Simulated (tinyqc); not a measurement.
Stress in a transistor channel from embedded alloy regions, liners and fins, by half-space elasticity: one step, computed by the program tinyqc.

Plane strain in an isotropic half-space, the same constants everywhere; x along the channel from its centre, y downwards from the free surface; stress is positive in tension.

Task: Stress at the centre of the channel. A line element dA of misfit at (a, c) in the half-space gives, with C = E e/(2 pi (1 - nu)), X = x - a, r1^2 = X^2 + (y - c)^2, r2^2 = X^2 + Y^2, Y = y + c: s_xx = -C dA {[X^2 - (y - c)^2]/r1^4 + 3 [X^2 - Y^2]/r2^4 + 4 y Y (Y^2 - 3 X^2)/r2^6}, s_yy = C dA {[X^2 - (y - c)^2]/r1^4 - [X^2 - Y^2]/r2^4 + 4 y Y (Y^2 - 3 X^2)/r2^6}. These are integrated over two rectangles, L/2 < |a| < L/2 + S, 0 < c < d (closed form in a, 200 Gauss-Legendre points in c).

Inputs (values chosen for the exercise, modelled on silicon):

| quantity | value | unit |
|---|---|---|
| Young's modulus E | 166 | GPa |
| Poisson ratio nu | 0.22 | - |
| channel length L | 36 | nm |
| length of each stressor S | 130 | nm |
| recess depth d | 85 | nm |
| depth of the field point y | 5.7 | nm |

Stressor: Si(1-x)C(x) source and drain.

misfit e = -0.005508

stress of a blanket film = 1.172215 GPa

Give: s_xx; s_yy; s_xx over the blanket-film stress.

Result:

s_xx = 844.72 MPa

s_yy = -13.543 MPa

s_xx over the blanket-film stress = 0.72062

The channel is stretched along its length; s_yy is 0.016 of s_xx in size and vanishes at the surface.
